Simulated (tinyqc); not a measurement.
Time-domain thermoreflectance: layered heat flow under a modulated pulse train, and what the signal ratio measures: one step, computed by the program tinyqc.

Pulses repeat at 80 MHz; heat is laid down at the surface, all layers are isotropic.

Task: Impedance at k = 0 and the modulation frequency. For radial wave number k and angular frequency W each layer has u = sqrt(4 pi^2 k^2 + i W C/kappa) and gamma = kappa u. Surface impedance from below: Z = 1/gamma for the substrate; a layer of thickness L maps Z to (Z + tanh(u L)/gamma)/(1 + gamma Z tanh(u L)); a boundary adds 1/G. Take k = 0 and W = 2 pi f.

Inputs (values chosen for the exercise, modelled on aluminium on beta-Ga2O3):
```
quantity                                value        unit
metal thickness d                         100          nm
metal conductivity                        170     W/(m K)
metal heat capacity                      2.42  MJ/(m^3 K)
boundary conductance G under the metal     52  MW/(m^2 K)
substrate conductivity kappa             16.1     W/(m K)
substrate heat capacity C                3.28  MJ/(m^3 K)
modulation frequency f                     12         MHz
```

Stack: metal, substrate.

Give: Z of the substrate; Z at the surface.

Result:

Z of the substrate = 11.21-11.21i m^2 K/GW

Z at the surface = 17.70-17.43i m^2 K/GW
